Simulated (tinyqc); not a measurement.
# Hot electrons in a saturated n-channel MOSFET, lucky-electron model: effect of the gate voltage

Beyond pinch-off the lateral field grows as Esat cosh(y/l) over the velocity-saturated region (pseudo-two-dimensional model). Impact ionisation in this region gives the substrate current, which biases the body forward through Rsub. Currents are per width. Local-field laws: they overstate ionisation when the field peak is narrower than an energy relaxation length.

Cox = 3.9 eps0/tox, l = sqrt(3 tox xj), Esat = 2 vs/mu. Overdrive g = Vg - VT + kb Vb; Vdsat = g Esat L/(g + Esat L); Id = Cox vs (g - Vdsat); dV = Vd - Id Rd - Vdsat; Em = sqrt((dV/l)^2 + Esat^2); Isub = Id (Ai/Bi) l Em exp(-Bi/Em). Vb = Rsub Isub is solved self-consistently. Lifetime tau = (Hl/Id)(Isub/Id)^(-m); 1 year = 3.15576e7 s.

Inputs (values chosen for the exercise); values close to those of silicon n-channel devices:
- L = 1.2 um (channel length)
- tox = 31 nm (oxide thickness)
- xj = 410 nm (junction depth)
- VT = 0.54 V (threshold)
- mu = 380 cm^2/(V s) (effective mobility)
- vs = 7.1e6 cm/s (saturation velocity)
- Ai = 2e6 1/cm (ionisation prefactor)
- Bi = 1.64 MV/cm (ionisation field)
- Rd = 700 ohm um (resistance of the lightly doped drain)
- Rsub = 15000 ohm um (substrate resistance)
- kb = 0.34 (fall of VT per volt of forward body bias)
- m = 3.2 (lifetime exponent)
- Hl = 14000 s uA/um (lifetime constant)
- Vd = 5.2 V (drain voltage)

Constants: eps0 = 8.8541878128e-14 F/cm where lengths are in cm. Results are converted to the units shown.

Effect of the gate voltage:
```
Vg (V)  Id (uA/um)  Em (MV/cm)  Isub (uA/um)    Isub/Id  tau (years)
0.69       0.38410     0.26153     0.0045235   0.011777       1719.0
1.25        7.6800     0.23758      0.043664  0.0056854       883.96
1.82        22.490     0.21772      0.062420  0.0027755       2994.7
2.38        42.351     0.20146      0.059208  0.0013980        14272
2.94        66.184     0.18762      0.047281  7.1439e-4        78286
3.51        93.597     0.17547      0.034135  3.6470e-4     4.7596e5
4.07        122.98     0.16503      0.023347  1.8985e-4     2.9262e6
4.64        154.88     0.15562      0.015205  9.8172e-5     1.9173e7
5.2         187.82     0.14735     0.0096688  5.1479e-5     1.2476e8
```

As Vg goes from 0.69 to 5.2 V, Em falls from 0.262 to 0.147 MV/cm, Isub goes from 0.00452 through a maximum of 0.0624 (at Vg = 1.82 V among the rows listed) to 0.00967 uA/um and tau goes from 1720 through a minimum of 884 (at Vg = 1.25 V among the rows listed) to 1.25e8 years. Id grows with Vg while the rising Vdsat lowers the field, hence the bell shape; the peak row has Vg/Vd = 0.35. At Vg = 0.69, 1.82, 2.38, 2.94, 3.51, 4.07, 4.64, 5.2 V tau is a far extrapolation that only says that hot carriers are no limit.

tinyqc, about 0.01 s, one thread, Intel Xeon 2.30GHz (shared host): `OMP_NUM_THREADS=1 python tinyqc.py 2550086 2550087 out.jsonl`
